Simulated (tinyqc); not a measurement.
## Gain factor and gap resistance from two string resistances

Inverse problem. At small bit-line voltage each of the 64 cells has the resistance 1/(K x) at overdrive x (no mobility reduction) in series with a gap resistance Rg. Find K, Rg and the share of the gaps at the higher overdrive.

resistance of a string of 64 equal cells at overdrives of 4.3 and 7.7 V (kohm): [2031.4652, 1267.2754]

Answer. The resistance per cell is a straight line in 1/x with slope 1/K and intercept Rg.

K = 8.60 uA/V^2
Rg = 4.70 kohm
share of the gaps = 23.7 %

tinyqc, about 0.5 s, one thread, Intel Xeon 2.30GHz (shared host): `OMP_NUM_THREADS=1 python tinyqc.py 2142106 2142107 out.jsonl`
